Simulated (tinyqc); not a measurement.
# From one set of inputs to another, one input at a time

Model: ballistic transport through the one-dimensional subbands of a rectangular nanowire or nanosheet channel. Computed by tinyqc, a small Python program. Command: `OMP_NUM_THREADS=1 python tinyqc.py 3022886 3022887 out.jsonl wire ladder`. One thread of a shared host (Intel(R) Xeon(R) Processor @ 2.30GHz), about 0.1 s of CPU time with the checks.

Hard walls, parabolic subbands, transport along x. Energies are counted from the bulk conduction band edge at the top of the barrier, which the gate pulls down by U; the source Fermi level lies at the bulk edge when U = 0.

The inputs printed are set A. Inputs not listed in the table keep their values of set A, so the rows need not describe a real material.

Inputs (values chosen for the exercise, modelled on silicon):
```
quantity                                   value  unit
light mass m_t                              0.19   m_0
heavy mass m_l                              0.92   m_0
height a                                     3.2    nm
width b                                      3.7    nm
equivalent oxide thickness t                 1.8    nm
gate voltage above flat band V_G            0.91     V
drain voltage V_D                           0.05     V
temperature T                                300     K
mean free path for back-scattering lambda     14    nm
channel length L                              20    nm
```

Valleys: silicon [100] wire.

Constants: hbar^2/(2 m_0) = 3.80998212 eV angstrom^2; k_B = 8.617333262e-05 eV/K; m_0 = 9.1093837015e-31 kg; k_B = 1.380649e-23 J/K; hbar = 1.054571817e-34 J s; eps_0 = 8.8541878128e-12 F/m; e = 1.602176634e-19 C; h = 6.62607015e-34 J s.

Method:
- E_pq = (hbar^2 pi^2/2)(p^2/(m_y b^2) + q^2/(m_z a^2)); valley pairs: (m_x, m_y, m_z) = (m_t, m_t, m_l), (m_t, m_l, m_t), (m_l, m_t, m_t), each with degeneracy g = 2; the 10 lowest subbands are kept.
- F_j(eta) = (1/Gamma(j + 1)) int_0^infinity x^j/(1 + exp(x - eta)) dx, F_0 = ln(1 + exp(eta)). Integrals over x = E/(k_B T) use 160 Gauss-Legendre points in u = sqrt(x) from 0 to sqrt(max(eta, 0) + 32).
- With degeneracy g = 2, eta_i = (U - E_i)/(k_B T) and u = e V_D/(k_B T): line density n = sum_i g sqrt(2 m_x k_B T/pi)/(2 hbar) [F_-1/2(eta_i) + F_-1/2(eta_i - u)]; gate: e n = C_ox (V_G - U/e), C_ox = 3.9 eps_0 2 (a + b)/t (flat-plate estimate); I = (2 e k_B T/h) sum_i g [F_0(eta_i) - F_0(eta_i - u)].
- Linear conductance G = (2 e^2/h) sum_i g f(eta_i), g = 2, f = 1/(1 + exp(-eta_i)), with the barrier frozen at the eta_i above; current per perimeter I/(2(a + b)); with scattering, transmission lambda/(lambda + L) and low-bias resistance (1 + L/lambda)/G.

Each row keeps all changes above it:
```
input moved                                     from    to  line density n (1/nm)  mean velocity I/(e n) (1e7 cm/s)  ballistic conductance (microsiemens)
set A                                              -     -                 1.0670                           0.76770                                333.33
width b (nm)                                     3.7   7.7                 1.8438                           0.68797                                573.33
channel length L (nm)                             20   110                 1.8438                           0.68797                                573.33
equivalent oxide thickness t (nm)                1.8   1.3                 2.4828                           0.67350                                723.75
gate voltage above flat band V_G (V)            0.91  0.63                 1.5767                           0.69343                                499.96
drain voltage V_D (V)                           0.05  0.01                 1.6243                           0.14612                                410.54
mean free path for back-scattering lambda (nm)    14    33                 1.6243                           0.14612                                410.54
height a (nm)                                    3.2   4.6                 2.0793                           0.15719                                566.40
```

Line density n goes from 1.07 to 2.08, a factor 1.95 in all. The largest single move comes from width b (a factor 1.73), and gate voltage above flat band V_G works against it (a factor 0.635). Mean velocity I/(e n) goes from 0.768 to 0.157, a factor 0.205 in all. The largest single move comes from drain voltage V_D (a factor 0.211). Ballistic conductance goes from 333 to 566, a factor 1.70 in all. The largest single move comes from width b (a factor 1.72), and gate voltage above flat band V_G works against it (a factor 0.691). The single moves hold for this order of the switches; the total does not depend on the order.

Extremes, crossings and ranges named in words are read from the listed rows.
